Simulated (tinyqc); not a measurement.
MOS structure on a p-type body, non-linear Poisson equation by Newton steps: charge and capacitance against gate voltage.

One dimension, insulator interface at x = 0, acceptor density Na, uniform, net doping C = -(acceptor density). psi is counted from the intrinsic level: n = ni exp((psi - Vb)/Vt), p = ni exp(-psi/Vt); deep in the body psi_b = -Vt ln(Na/ni). The gate acts through Cox = eps0 eox/tox and has the potential psi_G = Vg - (phiM - chi - Vt ln(Nc/ni)). Boltzmann statistics, full ionisation, classical densities, no oxide or interface charge.

ni = sqrt(Nc Nv) exp(-Eg/(2 Vt)), Eg in volts. The Poisson equation d/dx(eps0 eps_r dpsi/dx) = -q (p - n + C), with eps0 eps_r dpsi/dx = -Cox (psi_G - psi_0) at x = 0, is solved on a mesh of about 600 nodes or more. N_inv is the integral of n less its value deep in the body. C_LF = Cox (1 - dpsi_0/dVg) with all carriers following; C_HF is the same with the electron quasi-Fermi level shifting uniformly so that N_inv stays fixed. The centroid is that of the same excess.

Values chosen for this exercise; band and dielectric values those of a made-up semiconductor:

| symbol | value | unit | meaning |
|---|---|---|---|
| T | 300 | K | temperature |
| Eg | 1.22 | eV | band gap |
| eps_r | 11.3 |  | relative permittivity |
| Nc | 2.9e19 | cm^-3 | conduction-band density of states at T |
| Nv | 2.81e19 | cm^-3 | valence-band density of states at T |
| chi | 5.02 | eV | electron affinity |
| Na | 4.4e17 | cm^-3 | acceptor density deep in the body |
| eox | 3.9 |  | relative permittivity of the gate insulator (close to silicon dioxide) |
| tox | 9.8 | nm | insulator thickness |
| phiM | 5.47 | eV | gate work function |
| Vb | 0 | V | electron quasi-Fermi potential against the body |

Constants: q = 1.602176634e-19 C, kB = 1.380649e-23 J/K, Vt = kB T/q, eps0 = 8.8541878128e-14 F/cm where lengths are in cm. Results are converted to the units shown.

Charge and capacitance against gate voltage:
```
Vg (V)	psi_0 - psi_b (V)	N_inv (cm^-2)	C_LF/Cox	C_HF/Cox	centroid (nm)
0.97	0.735	1.10e6	0.388	0.388	0.851
1.12	0.828	3.75e7	0.373	0.373	0.796
1.27	0.923	1.38e9	0.370	0.360	0.750
1.42	1.01	3.70e10	0.538	0.350	0.711
1.57	1.06	2.12e11	0.801	0.345	0.682
1.73	1.08	4.89e11	0.892	0.343	0.656
1.88	1.09	7.77e11	0.925	0.342	0.635
2.03	1.10	1.08e12	0.942	0.342	0.616
2.18	1.11	1.38e12	0.953	0.341	0.598
2.33	1.12	1.69e12	0.960	0.341	0.582
```

N_inv goes from 1.10e6 to 1.69e12 cm^-2 and passes 2e11 cm^-2 at Vg = 1.56 V. Below threshold it takes 95.9 mV a decade between Vg = 1.12 and 1.27 V, against Vt ln 10 = 59.5 mV. C_LF/Cox is lowest, 0.370, at Vg = 1.27 V among the rows listed and ends at 0.960, while C_HF/Cox ends at 0.341. Between the last two rows q dN_inv/dVg is 0.943 Cox. Where the classical centroid is under about 2 nm, confinement would move the charge away from the interface and raise the threshold.

Computed by the program tinyqc: `OMP_NUM_THREADS=1 python tinyqc.py 2080031 2080032 out.jsonl`, one thread of a shared Intel Xeon 2.30GHz, about 0.5 s for the whole run.
